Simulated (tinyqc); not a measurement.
## Via and link resistance from two via chains

Problem. A chain of 2000 vias joined by 2000 metal links has R = 2000 (Rv + Rlink), with Rlink proportional to the link length. Find Rv, Rlink for length L, and the value of Rv that the short chain would give if the links were ignored.

resistance of chains of 2000 links with link lengths L and 3 L (ohm): 10800  18000

Answer. R per link is a straight line in the link length; its intercept at zero length is Rv.

Rv = 3.60 ohm
Rlink = 1.80 ohm
Rv without correction = 5.40 ohm

Program tinyqc, `OMP_NUM_THREADS=1 python tinyqc.py 2750122 2750123 out.jsonl`; Intel Xeon 2.30GHz, shared host, one thread, about 0.01 s.
